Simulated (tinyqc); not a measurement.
# Length offset and series resistance from crossing lines

Question. R_total = Rs + k (L - dL)/Vo with constant Rs, dL and k. Find k, dL and Rs.

R_total at (L, Vo) = (90, 0.36), (270, 0.36), (90, 0.78) and (270, 0.78), L in nm and Vo in V (ohm um): [522.22222, 1522.2222, 311.02564, 772.56410]

Answer. At each overdrive R is a straight line in L with slope k/Vo; the two lines cross at L = dL, R = Rs.

k = 2.00 ohm um V/nm
dL = 19.4 nm
Rs = 130 ohm um

Computed by the program tinyqc: `OMP_NUM_THREADS=1 python tinyqc.py 2282152 2282153 out.jsonl`, one thread of a shared Intel Xeon 2.30GHz, about 0.03 s for the whole run.
